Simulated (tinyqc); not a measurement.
Solubility, supersaturation, precipitation and gettering of an impurity in a silicon-like host: one step, computed by the program tinyqc. Command: `OMP_NUM_THREADS=1 python tinyqc.py 3014233 3014234 out.jsonl ripen walk`. One thread of a shared host (Intel(R) Xeon(R) Processor @ 2.30GHz), about 0.01 s of CPU time with the checks.

The wafer was saturated at T1 and is then held at T.

Question. Segregation into a layer on one face. k = k_0 exp(E_g/(k_B T)); in equilibrium the bulk keeps C/C0 = 1/(1 + k t_g/w). For a strong sink on one face the slowest diffusion mode has tau_w = 4 w^2/(pi^2 D), and C/C0 is estimated as c_eq + (1 - c_eq)(8/pi^2) sum over odd m up to 99 of exp(-m^2 t/tau_w)/m^2. Precipitation is left out here.

Inputs (values chosen for the exercise, modelled on iron in silicon):

| quantity | value | unit |
|---|---|---|
| temperature of saturation T1 | 1475 | K |
| anneal temperature T | 1010 | K |
| anneal time t | 39 | s |
| wafer thickness w | 200 | micrometre |
| segregation energy E_g | 0.51 | eV |
| segregation prefactor k_0 | 0.02 | - |
| getter layer thickness t_g | 0.79 | micrometre |

Gettering: segregation gettering in a layer.

D(T) = 4.277625e-07 cm^2/s

Constants: k_B = 8.617333262e-05 eV/K.

Give: segregation coefficient k; equilibrium C/C0; tau_w; mean C/C0 at t.

Answer.

segregation coefficient k = 7.012

equilibrium C/C0 = 0.9730

tau_w = 379.0 s

mean C/C0 at t = 0.9938

Diffusion and capacity both matter. Caution: the barrier to homogeneous nucleation is below 35 k_B T for these inputs, so new precipitates would form and outnumber the fixed sinks assumed here.
